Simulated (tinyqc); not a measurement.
Length of a molecular wire: coherent transport through a tight-binding bridge. Computed by the program tinyqc. T = Gamma_L Gamma_R |G_1n|^2 with the self-energies of semi-infinite chains.

A uniform bridge between two chains:

| parameter | value |
|---|---|
| site energy (eV) | 2.180000 |
| hopping in the bridge (eV) | 0.810000 |
| lead hopping (eV) | 1.530000 |
| couplings (eV) | 0.52, 1.19 |
| E (eV) | 0.120000 |

Transmission against length:

| sites | T | ln T |
|---|---|---|
| 2 | 2.4422e-02 | -3.712 |
| 3 | 5.6090e-03 | -5.183 |
| 4 | 1.3165e-03 | -6.633 |
| 5 | 3.1062e-04 | -8.077 |
| 6 | 7.3377e-05 | -9.520 |
| 7 | 1.7339e-05 | -10.963 |
| 8 | 4.0973e-06 | -12.405 |
| 9 | 9.6826e-07 | -13.848 |
| 10 | 2.2882e-07 | -15.290 |

What does the comparison show, and why?

E lies outside the band of the bridge (|E - e|/2h = 1.272 > 1), so T decays as exp(-beta n) with beta = 2 arccosh(1.272) = 1.4426 a site; the last two rows give 1.4426.
